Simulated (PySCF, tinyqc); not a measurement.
Inside a calculation. Method: MP2 on RHF in the sto-6g basis, frozen core, for Be, spin multiplicity 1. The lowest restricted solution is unstable here: a spin-polarised one lies 0.0017 hartree lower (PySCF). One step of it, computed by the program tinyqc.

Question. Second-order Moller-Plesset energy. E2 = sum_ijab (ia|jb) [2 (ia|jb) - (ib|ja)] / (e_i + e_j - e_a - e_b) over occupied i, j and virtual a, b; the opposite-spin part is (ia|jb)^2 / denominator, the rest is same-spin, and SCS-MP2 scales them by 6/5 and 1/3.

orbital energies (hartree): [-4.541835, -0.252096, 0.219697, 0.219697, 0.219697]

Two-electron integrals over orbitals (pq|rs), unique and non-zero (hartree); the lowest 1 orbital is frozen and left out:
```
(22|22) 0.405613   (32|32) 0.086861   (33|22) 0.410497   (33|33) 0.450117
(42|42) 0.086861   (43|43) 0.024258   (44|22) 0.410497   (44|33) 0.401601
(44|44) 0.450117   (52|52) 0.086861   (53|53) 0.024258   (54|54) 0.024258
(55|22) 0.410497   (55|33) 0.401601   (55|44) 0.401601   (55|55) 0.450117
```

Hartree-Fock energy = -14.50336112 hartree

Give: Terms; Pair energies; MP2 correlation energy; SCS-MP2 correlation energy; MP2 total energy.

Answer.

Terms:
```
i  j  a  b  (ia|jb)  (ib|ja)  denominator     term
2  2  3  3   0.0869   0.0869      -0.9436  -0.0080
2  2  4  4   0.0869   0.0869      -0.9436  -0.0080
2  2  5  5   0.0869   0.0869      -0.9436  -0.0080
```

Pair energies (hartree; pair i-j sums ij and ji):
```
pair  opposite spin  same spin
2-2         -0.0240     0.0000
```

MP2 correlation energy = -0.023988 hartree

SCS-MP2 correlation energy = -0.028786 hartree

MP2 total energy = -14.527349 hartree
